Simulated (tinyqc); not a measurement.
Worked calculation: MP2 on RHF in the 6-31g basis, for H3-, spin multiplicity 1. The basis has no diffuse functions, so it cannot describe the extra electron: this is an exercise in the method, not the real anion. One step of it, computed by the program tinyqc.

Task: Iteration 1: building the Fock matrix. J_ij = sum D_kl (ij|kl), K_ij = sum D_kl (ik|jl); F = H + J - 0.5 K; E = tr D H + tr D J / 2 - 0.25 tr D K + E_nn.

D at the start, order 1H 1s, 1H 2s, 2H 1s, 2H 2s, 3H 1s, 3H 2s:
$$\begin{pmatrix}
0.506980 & 0.422839 & 0.223126 & -0.033909 & 0.223126 & -0.033909 \\
0.422839 & 0.352663 & 0.186095 & -0.028281 & 0.186095 & -0.028281 \\
0.223126 & 0.186095 & 0.495775 & 0.347423 & -0.299375 & -0.377270 \\
-0.033909 & -0.028281 & 0.347423 & 0.332507 & -0.377270 & -0.327971 \\
0.223126 & 0.186095 & -0.299375 & -0.377270 & 0.495775 & 0.347423 \\
-0.033909 & -0.028281 & -0.377270 & -0.327971 & 0.347423 & 0.332507
\end{pmatrix}$$

core Hamiltonian H = T + V (hartree), order 1H 1s, 1H 2s, 2H 1s, 2H 2s, 3H 1s, 3H 2s:
$$\begin{pmatrix}
-1.360673 & -1.196339 & -0.621385 & -0.817828 & -0.621385 & -0.817828 \\
-1.196339 & -1.342992 & -0.749408 & -1.026167 & -0.749408 & -1.026167 \\
-0.621385 & -0.749408 & -1.085590 & -1.021460 & -0.043583 & -0.251907 \\
-0.817828 & -1.026167 & -1.021460 & -1.146425 & -0.251907 & -0.526894 \\
-0.621385 & -0.749408 & -0.043583 & -0.251907 & -1.085590 & -1.021460 \\
-0.817828 & -1.026167 & -0.251907 & -0.526894 & -1.021460 & -1.146425
\end{pmatrix}$$

Two-electron integrals (ij|kl) in chemists' order, unique and non-zero (hartree):
```
(11|11) 1.076566   (21|11) 0.578470   (21|21) 0.329423   (22|11) 0.587396
(22|21) 0.361304   (22|22) 0.453150   (31|11) 0.232611   (31|21) 0.135033
(31|22) 0.151837   (31|31) 0.074461   (32|11) 0.256024   (32|21) 0.158725
(32|22) 0.199772   (32|31) 0.094492   (32|32) 0.138347   (33|11) 0.540041
(33|21) 0.344015   (33|22) 0.451460   (33|31) 0.232611   (33|32) 0.367179
(33|33) 1.076566   (41|11) 0.367179   (41|21) 0.210293   (41|22) 0.232733
(41|31) 0.094492   (41|32) 0.114159   (41|33) 0.256024   (41|41) 0.138347
(42|11) 0.419900   (42|21) 0.260571   (42|22) 0.333386   (42|31) 0.124865
(42|32) 0.175638   (42|33) 0.419900   (42|41) 0.175638   (42|42) 0.267403
(43|11) 0.344015   (43|21) 0.217727   (43|22) 0.286094   (43|31) 0.135033
(43|32) 0.210293   (43|33) 0.578470   (43|41) 0.158725   (43|42) 0.260571
(43|43) 0.329423   (44|11) 0.451460   (44|21) 0.286094   (44|22) 0.384650
(44|31) 0.151837   (44|32) 0.232733   (44|33) 0.587396   (44|41) 0.199772
(44|42) 0.333386   (44|43) 0.361304   (44|44) 0.453150   (51|11) 0.232611
(51|21) 0.135033   (51|22) 0.151837   (51|31) 0.043604   (51|32) 0.050444
(51|33) 0.104654   (51|41) 0.079221   (51|42) 0.097137   (51|43) 0.068538
(51|44) 0.099141   (51|51) 0.074461   (52|11) 0.256024   (52|21) 0.158725
(52|22) 0.199772   (52|31) 0.050444   (52|32) 0.061871   (52|33) 0.130503
(52|41) 0.092208   (52|42) 0.124028   (52|43) 0.085728   (52|44) 0.127291
(52|51) 0.094492   (52|52) 0.138347   (53|11) 0.010015   (53|21) 0.005591
(53|22) 0.005917   (53|31) 0.002283   (53|32) 0.002604   (53|33) 0.005587
(53|41) 0.003562   (53|42) 0.004248   (53|43) 0.003533   (53|44) 0.004613
(53|51) 0.002283   (53|52) 0.002604   (53|53) 0.000096   (54|11) 0.080311
(54|21) 0.048639   (54|22) 0.058622   (54|31) 0.015942   (54|32) 0.019183
(54|33) 0.040307   (54|41) 0.028641   (54|42) 0.037339   (54|43) 0.026392
(54|44) 0.038517   (54|51) 0.027093   (54|52) 0.037245   (54|53) 0.000806
(54|54) 0.010362   (55|11) 0.540041   (55|21) 0.344015   (55|22) 0.451460
(55|31) 0.104654   (55|32) 0.130503   (55|33) 0.276472   (55|41) 0.195549
(55|42) 0.270054   (55|43) 0.181966   (55|44) 0.274263   (55|51) 0.232611
(55|52) 0.367179   (55|53) 0.005587   (55|54) 0.094382   (55|55) 1.076566
(61|11) 0.367179   (61|21) 0.210293   (61|22) 0.232733   (61|31) 0.079221
(61|32) 0.092208   (61|33) 0.195549   (61|41) 0.130465   (61|42) 0.160878
(61|43) 0.125738   (61|44) 0.171811   (61|51) 0.094492   (61|52) 0.114159
(61|53) 0.003562   (61|54) 0.034243   (61|55) 0.256024   (61|61) 0.138347
(62|11) 0.419900   (62|21) 0.260571   (62|22) 0.333386   (62|31) 0.097137
(62|32) 0.124028   (62|33) 0.270054   (62|41) 0.160878   (62|42) 0.226981
(62|43) 0.174727   (62|44) 0.248233   (62|51) 0.124865   (62|52) 0.175638
(62|53) 0.004248   (62|54) 0.049393   (62|55) 0.419900   (62|61) 0.175638
(62|62) 0.267403   (63|11) 0.080311   (63|21) 0.048639   (63|22) 0.058622
(63|31) 0.027093   (63|32) 0.037245   (63|33) 0.094382   (63|41) 0.034243
(63|42) 0.049393   (63|43) 0.054939   (63|44) 0.062411   (63|51) 0.015942
(63|52) 0.019183   (63|53) 0.000806   (63|54) 0.005975   (63|55) 0.040307
(63|61) 0.028641   (63|62) 0.037339   (63|63) 0.010362   (64|11) 0.204540
(64|21) 0.125811   (64|22) 0.157794   (64|31) 0.052872   (64|32) 0.069563
(64|33) 0.157205   (64|41) 0.081041   (64|42) 0.116090   (64|43) 0.099622
(64|44) 0.133941   (64|51) 0.052872   (64|52) 0.069563   (64|53) 0.002060
(64|54) 0.020413   (64|55) 0.157205   (64|61) 0.081041   (64|62) 0.116090
(64|63) 0.020413   (64|64) 0.054946   (65|11) 0.344015   (65|21) 0.217727
(65|22) 0.286094   (65|31) 0.068538   (65|32) 0.085728   (65|33) 0.181966
(65|41) 0.125738   (65|42) 0.174727   (65|43) 0.119696   (65|44) 0.179597
(65|51) 0.135033   (65|52) 0.210293   (65|53) 0.003533   (65|54) 0.054939
(65|55) 0.578470   (65|61) 0.158725   (65|62) 0.260571   (65|63) 0.026392
(65|64) 0.099622   (65|65) 0.329423   (66|11) 0.451460   (66|21) 0.286094
(66|22) 0.384650   (66|31) 0.099141   (66|32) 0.127291   (66|33) 0.274263
(66|41) 0.171811   (66|42) 0.248233   (66|43) 0.179597   (66|44) 0.265430
(66|51) 0.151837   (66|52) 0.232733   (66|53) 0.004613   (66|54) 0.062411
(66|55) 0.587396   (66|61) 0.199772   (66|62) 0.333386   (66|63) 0.038517
(66|64) 0.133941   (66|65) 0.361304   (66|66) 0.453150
```

nuclear repulsion = 1.38238561 hartree

Give: Coulomb J; exchange K; Fock matrix F; total energy of this density.

Result:

Coulomb J (hartree), order 1H 1s, 1H 2s, 2H 1s, 2H 2s, 3H 1s, 3H 2s:
$$\begin{pmatrix}
2.5955 & 1.5546 & 0.6916 & 1.0055 & 0.6916 & 1.0055 \\
1.5546 & 1.8836 & 0.9251 & 1.4044 & 0.9251 & 1.4044 \\
0.6916 & 0.9251 & 2.2676 & 1.3566 & 0.0258 & 0.2642 \\
1.0055 & 1.4044 & 1.3566 & 1.6696 & 0.2642 & 0.6559 \\
0.6916 & 0.9251 & 0.0258 & 0.2642 & 2.2676 & 1.3566 \\
1.0055 & 1.4044 & 0.2642 & 0.6559 & 1.3566 & 1.6696
\end{pmatrix}$$

exchange K (hartree), order 1H 1s, 1H 2s, 2H 1s, 2H 2s, 3H 1s, 3H 2s:
$$\begin{pmatrix}
1.4516 & 1.1258 & 0.6724 & 0.8044 & 0.6724 & 0.8044 \\
1.1258 & 1.0357 & 0.7144 & 0.7832 & 0.7144 & 0.7832 \\
0.6724 & 0.7144 & 1.3199 & 0.9708 & -0.0362 & 0.1870 \\
0.8044 & 0.7832 & 0.9708 & 0.8577 & 0.1870 & 0.3618 \\
0.6724 & 0.7144 & -0.0362 & 0.1870 & 1.3199 & 0.9708 \\
0.8044 & 0.7832 & 0.1870 & 0.3618 & 0.9708 & 0.8577
\end{pmatrix}$$

Fock matrix F (hartree), order 1H 1s, 1H 2s, 2H 1s, 2H 2s, 3H 1s, 3H 2s:
$$\begin{pmatrix}
0.5090 & -0.2046 & -0.2660 & -0.2146 & -0.2660 & -0.2146 \\
-0.2046 & 0.0228 & -0.1815 & -0.0133 & -0.1815 & -0.0133 \\
-0.2660 & -0.1815 & 0.5221 & -0.1502 & 0.0003 & -0.0812 \\
-0.2146 & -0.0133 & -0.1502 & 0.0943 & -0.0812 & -0.0519 \\
-0.2660 & -0.1815 & 0.0003 & -0.0812 & 0.5221 & -0.1502 \\
-0.2146 & -0.0133 & -0.0812 & -0.0519 & -0.1502 & 0.0943
\end{pmatrix}$$

total energy of this density = -1.261598 hartree
